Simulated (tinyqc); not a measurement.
Leaving out one process at a time: Debye-Callaway model of lattice thermal conductivity. Computed by tinyqc, a small Python program. Command: `OMP_NUM_THREADS=1 python tinyqc.py 3019024 3019025 out.jsonl callaway walk`. One thread of a shared host (Intel(R) Xeon(R) Processor @ 2.30GHz), about 0.01 s of CPU time with the checks.

Three acoustic branches with one velocity v, cut at omega_D = k_B Theta/hbar; x = hbar omega/(k_B T). v and Theta are separate inputs: Theta cuts off the heat-carrying modes, so C need not reach 3 k_B/V. gamma is an effective value that sets the umklapp rate. Heat flows along the film.

Inputs (values chosen for the exercise, modelled on magnesium oxide):

| quantity | value | unit |
|---|---|---|
| sound velocity v | 6470 | m/s |
| Debye temperature Theta | 763 | K |
| volume per atom V | 9.34 | angstrom^3 |
| mean atomic mass M | 20.15 | u |
| effective Grueneisen parameter gamma | 3.37 | - |
| umklapp exponent divisor b | 3 | - |
| vacancy fraction n_v | 4e-05 | - |
| film thickness t | 0.47 | micrometre |
| specularity p | 0.8 | - |
| temperature T | 200 | K |

Sample: film. Point defects: vacancies. Normal processes: left out.

Constants: k_B = 1.380649e-23 J/K; hbar = 1.054571817e-34 J s; u = 1.6605390666e-27 kg.

Method:
- A vacancy counts as a mass defect Delta M/M = -3 (the missing mass and twice its bonds), so Gamma = 9 n_v. A = V Gamma/(4 pi v^3).
- Rates: point defects A omega^4; umklapp B omega^2 T exp(-Theta/(b T)) with B = hbar gamma^2/(M v^2 Theta). Film: the bulk time tau of each mode, from the resistive rates above, is multiplied by the Fuchs-Sondheimer factor F = (3/2) int_0^1 (1 - u^2) [1 - (1 - p) (u/d) (1 - E)/(1 - p E)] du, with E = exp(-d/u), d = t/(v tau), by 48 Gauss-Legendre points in z with u = z^4; the boundary rate is defined as 1/(F tau) - 1/tau.
- kappa_1 = c int tau_C g dx, g = x^4 e^x/(e^x - 1)^2, c = (k_B/(2 pi^2 v)) (k_B T/hbar)^3, over 0 < x < min(Theta/T, 40), by 96 Gauss-Legendre points in s with x = x_max s^2; tau_C = tau_R, the inverse of the summed rates, and kappa = kappa_1.

Rayleigh coefficient A = 9.87931e-46 s^3

Conductivity at T:

| case | kappa (W/(m K)) | ratio to all |
|---|---|---|
| all processes | 109.37 | 1 |
| without point defects | 113.73 | 1.0399 |
| without boundaries | 119.35 | 1.0913 |

What follows from these numbers?

Removing boundaries raises kappa most, by a factor 1.09; removing point defects gives only 1.04. Without boundaries the long waves are held back only by the omega^2 umklapp rate.
